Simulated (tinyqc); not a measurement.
CMOS inverter, nodal equation and switching: two steps of the calculation.

An n-channel pull-down (bn, VTn) and a p-channel pull-up (bp, VTp) share the input Vin and the output node Vout, which carries the load C. Transistor (EKV form, voltages against the body): I = 2 n b Vt^2 [F(vp - Vs) - F(vp - Vd)] from drain to source, F(v) = ln^2(1 + exp(v/(2 Vt))), vp = (Vg - VT + sg |Vd - Vs|)/n. n-channel bodies are at 0; for the p-channel device all voltages are counted down from Vdd. b in uA/V^2 gives I in uA. Static: In = Ip. Transient: C dVout/dt = Ip - In. No velocity saturation, no gate capacitance beyond C.

Parameters, values chosen for the exercise: temperature T = 293 K; supply voltage Vdd = 0.9 V; slope factor n = 1.32; drain-induced barrier lowering sg = 0.028; n-channel threshold VTn = 0.26 V; p-channel threshold (magnitude) VTp = 0.41 V; gain factor of the pull-down transistor bn = 160 uA/V^2; gain factor of the pull-up transistor bp = 160 uA/V^2; load capacitance C = 2.3 fF; time step dt = 10 ps.

Constants: q = 1.602176634e-19 C, kB = 1.380649e-23 J/K, Vt = kB T/q. Results are converted to the units shown.

Question 1. Switching point and noise margins. VM solves In = Ip with Vin = Vout. VIL and VIH are the inputs at which the gain is -1; NML = VIL - Vout(VIH), NMH = Vout(VIL) - VIH.

Give: VM; gain at VM; VIL; VIH; NML; NMH.

Answer 1.

VM = 0.3770 V
gain at VM = -35.71
VIL = 0.3326 V
VIH = 0.4174 V
NML = 0.2956 V
NMH = 0.4456 V

VM lies 73 mV below Vdd/2, and the high margin is the larger one. With both transistors saturated the size of the gain tends to 1/sg = 35.7; here it is 0.020 % below that.

Question 2. One time step of the falling output. The input steps to Vdd at t = 0; I = In - Ip. Implicit Euler: V(new) = V - (dt/C) I(V(new)), solved for V(new); 1 ps uA/fF = 1 mV.

Vout after step 1 = 0.78453113 V

Find: I(V); I(V(new)); Vout after step 2.

Answer 2.

I(V) = 26.56 uA
I(V(new)) = 26.30 uA
Vout after step 2 = 0.6702 V

tinyqc, about 0.03 s, one thread, Intel Xeon 2.30GHz (shared host): `OMP_NUM_THREADS=1 python tinyqc.py 2340064 2340065 out.jsonl`
